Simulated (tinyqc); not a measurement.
# Bias-temperature instability from a Gaussian distribution of capture and emission barriers, step by step

A worked calculation. Computed by tinyqc, a small Python program that keeps every step. Command: `OMP_NUM_THREADS=1 python tinyqc.py 3000463 3000464 out.jsonl bti walk`. One thread of a shared host (Intel(R) Xeon(R) Processor @ 2.30GHz), about 0.01 s of CPU time with the checks. Intermediate numbers are printed to about 5 digits and carried at full precision; extremes and crossings named in words are read from the listed rows.

Each trap has a capture time tau_0 exp(E_c/(k_B T)) under stress and an emission time tau_0 exp(E_e/(k_B T)) after it. E_c is Gaussian, and E_e = E_c + d with d Gaussian and independent. A trap counts as filled once t_s exceeds its capture time and as emptied once t_r exceeds its emission time.

Inputs (values chosen for the exercise, for a model p-channel transistor): shift with all traps filled V_max = 95 mV; mean capture barrier at zero field mu_c = 1.61 eV; spread of capture barriers sigma_c = 0.35 eV; lowering of mu_c per field k_F = 0.048 eV/(MV/cm); oxide field F = 4.3 MV/cm; mean of E_e - E_c at the stress field, delta = 0.038 eV; spread of E_e - E_c, sigma_d = 0.34 eV; time constant tau_0 = 3e-10 s; temperature T = 105 C; stress time t_s = 700 s; recovery time t_r = 0.0002 s; failure criterion = 30 mV.

Constants: k_B = 8.617333262e-05 eV/K.

## Stress

Demarcation energies E_s = k_B T ln(t_s/tau_0), E_r = k_B T ln(t_r/tau_0); mean barrier mu = mu_c - k_F F; z = (E_s - mu)/sigma_c; Phi is the standard normal distribution. Temperatures in kelvin are T(C) + 273.15. Shift without recovery dV0 = V_max Phi(z); local time exponent n = d ln dV0/d ln t_s = (k_B T/sigma_c) exp(-z^2/2)/(sqrt(2 pi) Phi(z)); apparent activation energy n E_s.

E_s = 0.92801 eV

mean barrier mu = 1.4036 eV

z = -1.3588

shift without recovery dV0 = 8.2744 mV

time exponent n = 0.16940

apparent activation energy = 0.15721 eV

The stress has filled 8.7 % of the traps. The apparent energy 0.157 eV is only the share n of the barriers near 0.93 eV that are being crossed.

## Recovery

Remaining shift dV = V_max int_(-infinity)^(E_s) g(E_c) [1 - Phi((E_r - E_c - delta)/sigma_d)] dE_c, g the Gaussian density of E_c (Gauss-Legendre, 120 points over 7 sigma_c below E_s).

E_r = 0.43699 eV

remaining shift dV = 6.9684 mV

remaining share dV/dV0 = 0.84216

A measurement delay of t_r hides 16 % of the shift.

## Lifetime

Solve V_max Phi(z) = criterion for t_s; the power-law extrapolation from the stress point is t_s (criterion/dV0)^(1/n); 1 year = 3.15576e7 s.

log10 of the lifetime in s = 6.9468

log10 of the power-law estimate in s = 6.1472

The power law gives a time shorter by 0.80 decades, since n falls as traps fill; ten years is log10 = 8.50.

## What a measurement delay does to the time exponent

Columns: no delay, and delays of 1 us, 1 ms and 1 s.

Shift (mV):
```
t_s (s)   no delay    1 us    1 ms     1 s
1.00e+00     2.327   1.953   1.502   0.931
1.00e+01     3.770   3.309   2.675   1.783
1.00e+02     5.869   5.327   4.494   3.196
1.00e+03     8.786   8.176   7.142   5.377
1.00e+04    12.657  11.995  10.778   8.523
1.00e+05    17.565  16.865  15.497  12.772
1.00e+06    23.509  22.786  21.301  18.167
1.00e+07    30.386  29.648  28.084  24.623
```

Between 10 and 1000 s the apparent exponent is 0.184 without delay, 0.196 at 1 us, 0.213 at 1 ms and 0.240 at 1 s: a slow measurement loses more of a short stress than of a long one, which steepens the curve. Without delay the exponent falls from 0.210 to 0.111 over the table, so the growth is not a true power law. Caution: step-function filling and one Gaussian population are simplifications; real devices show several populations.

Checks made by the program: time exponent against a finite difference (relative difference below 1e-10).
